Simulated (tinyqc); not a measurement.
Debye-Callaway model of lattice thermal conductivity: one step, computed by the program tinyqc. Command: `OMP_NUM_THREADS=1 python tinyqc.py 3005078 3005079 out.jsonl callaway walk`. One thread of a shared host (Intel(R) Xeon(R) Processor @ 2.30GHz), about 0.01 s of CPU time with the checks.

Three acoustic branches with one velocity v, cut at omega_D = k_B Theta/hbar; x = hbar omega/(k_B T). v and Theta are separate inputs: Theta cuts off the heat-carrying modes, so C need not reach 3 k_B/V. gamma is an effective value that sets the umklapp rate.

Question. The integrand on a coarse grid. Rates: point defects A omega^4; umklapp B omega^2 T exp(-Theta/(b T)) with B = hbar gamma^2/(M v^2 Theta). Boundaries: v/L. x runs in ten equal steps to min(Theta/T, 12); g = x^4 e^x/(e^x - 1)^2; tau_C is the inverse of all rates summed; the last column is c tau_C g with c = (k_B/(2 pi^2 v)) (k_B T/hbar)^3.

Inputs (values chosen for the exercise, modelled on gallium arsenide): sound velocity v = 3640 m/s; Debye temperature Theta = 351 K; mean atomic mass M = 72.3 u; effective Grueneisen parameter gamma = 2.32; umklapp exponent divisor b = 2; Casimir length L = 230 micrometre; temperature T = 20 K.

Sample: crystal. Point defects: alloy. Normal processes: left out.

Rayleigh coefficient A = 3.523460e-43 s^3

Constants: k_B = 1.380649e-23 J/K; hbar = 1.054571817e-34 J s; u = 1.6605390666e-27 kg.

Give: Integrand.

Answer.

Integrand:
```
x         g  tau_C (s)  c tau_C g (W/(m K))
1.2   1.279  1.992e-08            8.788e+01
2.4   3.640  1.769e-09            2.221e+01
3.6   4.851  3.574e-10            5.981e+00
4.8   4.441  1.135e-10            1.739e+00
6.0   3.228  4.655e-11            5.184e-01
7.2   2.009  2.246e-11            1.557e-01
8.4   1.120  1.212e-11            4.685e-02
9.6   0.575  7.108e-12            1.411e-02
10.8  0.278  4.438e-12            4.249e-03
12.0  0.127  2.912e-12            1.280e-03
```

The integrand is largest at the lowest frequency shown, whose long lifetime outweighs its small heat capacity.
